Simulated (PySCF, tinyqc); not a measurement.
Orbital energy against energy difference: ionisation energy by orbital energies and by energy differences in the 6-31g basis, for H4, spin multiplicity 1. Computed by the program tinyqc with PySCF. The cation is unrestricted; errors are against CCSD(T) in this basis, not against experiment.

Geometry (angstrom):
```
atom,x,y,z
H,0.0000,0.0000,0.0000
H,0.0000,0.0000,0.8160
H,0.0000,0.9760,0.0000
H,0.0000,0.9760,0.8160
```

CCSD(T) difference in the same basis = 9.6710 eV

IP-EOM-CCSD = 9.7005 eV

First vertical ionisation energy (eV):
```
method,-e(HOMO),E(cation) - E,error of -e(HOMO),error of the difference
HF,9.2814,8.836856,-0.3896,-0.8342
LDA,4.6349,9.478748,-5.0361,-0.1923
PBE,4.6962,9.502298,-4.9748,-0.1687
B3LYP,5.8693,9.685292,-3.8017,0.0143
PBE0,6.0575,9.555386,-3.6135,-0.1156
CAM-B3LYP,7.4810,9.635828,-2.1900,-0.0352
LC-wPBE,8.9180,9.623538,-0.7530,-0.0475
```

What does the comparison show, and why?

Koopmans errs by -0.39 eV and Delta-HF by -0.83 eV: relaxation, 0.44 eV, lowers the value and the missing correlation difference works against it. The PBE level is off by -5.0 eV through the wrong tail of its potential, though its energy difference is off by -0.17 eV; exact exchange deepens the level, and among the orbital energies HF comes closest; among the differences B3LYP does. The restricted reference is unstable here: a spin-polarised solution lies 0.0104 hartree lower (PySCF), so results built on it describe a poor reference.
